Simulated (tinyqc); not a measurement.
A and C from the efficiency peak.

Question. ABC model of an LED: J = q da (A n + Ba n^2 + Ca n^3), IQE = Ba n^2/(A n + Ba n^2 + Ca n^3), differential lifetime 1/(A + 2 Ba n + 3 Ca n^2). The peak lies at n = sqrt(A/Ca). Given Ba, find n at the peak, A and Ca.

Parameters, values chosen for the exercise:
- Ba = 9.8e-10 cm^3/s (radiative coefficient of the active layer)
- da = 3.7 nm (thickness of the active layer)

Constants: q = 1.602176634e-19 C. Results are converted to the units shown.

peak IQE = 99.648351 %
J at the peak = 3295.2138 A/cm^2

Solution. IQE J = q da Ba n^2 gives n. At the peak A n = Ca n^3, each being half of the non-radiative rate Ba n^2 (1/IQE - 1).

n at the peak = 7.518e18 cm^-3
A = 1.300e7 1/s
Ca = 2.300e-31 cm^6/s

Numbers from tinyqc (`OMP_NUM_THREADS=1 python tinyqc.py 2300132 2300133 out.jsonl`; about 0.01 s on one thread of a shared Intel Xeon 2.30GHz).
